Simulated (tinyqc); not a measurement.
Inside a calculation. Model: precursor delivery and alloy composition in metal-organic vapour-phase epitaxy. Computed by tinyqc, a small Python program that keeps every step. Command: `OMP_NUM_THREADS=1 python tinyqc.py 3023529 3023530 out.jsonl movpe walk`. One thread of a shared host (Intel(R) Xeon(R) Processor @ 2.30GHz), about 0.01 s of CPU time with the checks. Intermediate numbers are printed to about 5 digits and carried at full precision; extremes and crossings named in words are read from the listed rows.

Carrier gas leaves each bubbler saturated. Group-III species cross a boundary layer and react at the surface; element 2 can also desorb. The film is (1)_(1-x) (2)_x V with a zinc-blende cell.

Inputs (values chosen for the exercise, close to those used for InGaP from TEGa and TMIn):
```
quantity                                   value      unit
source 1: a in log10(p/torr) = a - b/T      8.08         -
source 1: b                                 2162         K
source 1: bath temperature                    18         C
source 1: carrier flow                       4.3      sccm
source 2: a                                10.52         -
source 2: b                                 3014         K
source 2: bath temperature                    15         C
source 2: carrier flow                       160      sccm
bubbler pressure p_b                         400      torr
group-V hydride flow                         190      sccm
total flow                                    19       slm
reactor pressure p                            40      torr
diffusivity D0 at 273.15 K and 760 torr     0.37    cm^2/s
boundary layer delta                        0.99        cm
prefactor of the surface rate k_s        3.8e+13      cm/s
energy of k_s                               1.86        eV
prefactor of the loss of element 2       2.6e+15  layers/s
energy of the loss                          3.09        eV
lattice constant a                          5.65  angstrom
growth temperature T                         610         C
```

Constants: k_B = 1.380649e-23 J/K; k_B = 8.617333262e-05 eV/K.

## Molar flows

Temperatures in kelvin are T(C) + 273.15. Vapour pressure p_v = 10^(a - b/T); precursor flow = carrier flow x p_v/(p_b - p_v); 1 sccm = 44.615 micromol/min; V/III = hydride flow over the sum of both; gas share x_g = F2/(F1 + F2).

vapour pressures (torr): source 1 4.5110, source 2 1.1486

molar flows (micromol/min): F1 2.1882, F2 20.557

V/III ratio = 372.69

gas share x_g = 0.90379

The slope of F2 with the temperature of bath 2 is b ln(10)/T^2 x p_b/(p_b - p_v) = 8.4 % per kelvin.

## Transport to the surface

Partial pressure p_i = p F_i/(44615 x total flow in slm); density n_i = p_i/(k_B T), 1 torr = 133.322 Pa; D = D0 (T/273.15)^1.75 (760/p), h = D/delta, the same for both; k_s = prefactor x exp(-energy/(k_B T)); arrival J_i = n_i/(1/h + 1/k_s); in layers per second g_i = J_i a^2/2 (two group-III sites per a^2 on (001)).

densities (1/cm^3): n1 1.1290e+12, n2 1.0606e+13

h = 55.358 cm/s

k_s = 923.68 cm/s

arrival rates (layers/s): g1 0.094117, g2 0.88417

Growth is transport-limited.

## Composition and growth rate

Loss of element 2 is r x with r = prefactor x exp(-energy/(k_B T)). Then x = (g2 - r x)/(g1 + g2 - r x), or r x^2 - (g1 + g2 + r) x + g2 = 0, smaller root; growth rate G = g1/(1 - x) layers/s; one layer is a/2 thick, 1 angstrom/s = 0.36 um/h. Distribution coefficient = [x/(1 - x)]/[x_g/(1 - x_g)], x_g = g2/(g1 + g2).

loss rate r = 0.0060478 layers/s

solid share x = 0.90325

growth rate G = 0.98936 um/h

distribution coefficient = 0.99382

Desorption is negligible, so the solid copies the gas. Caution: the lattice constant is held fixed as x changes, delta does not respond to the flow, both precursors share one D and k_s, and gas-phase side reactions are left out.

## Three regimes over temperature

The formulas are those given above.

Growth:
```
T (C)       k_s/h  r (layers/s)        x  G (um/h)
450    1.0612e-01    7.5882e-07  0.90379    0.0871
500    6.5057e-01    1.8742e-05  0.90379    0.3762
550    3.1778e+00    3.1354e-04  0.90376    0.7606
600    1.2866e+01    3.7988e-03  0.90345    0.9667
650    4.4524e+01    3.5128e-02  0.90080    1.0340
700    1.3497e+02    2.5846e-01  0.87895    0.8948
750    3.6550e+02    1.5646e+00  0.57210    0.2640
800    8.9844e+02    8.0088e+00  0.13307    0.1353
850    2.0311e+03    3.5447e+01  0.03154    0.1254
```

G peaks at 650 C among these rows. Between the first rows the apparent energy is 1.41 eV, against 1.86 eV for k_s, as control is already mixed; k_s passes h between 500 and 550 C, well above which G depends weakly on T until desorption sets in. Among these rows x stays within 2 % of x_g up to 650 C and then falls, to 0.032 in the last row, as element 2 desorbs. Caution: in these rows, too, a is fixed and both precursors share one D and k_s.

Checks made by the program: balance of element 2 (relative difference below 1e-10).
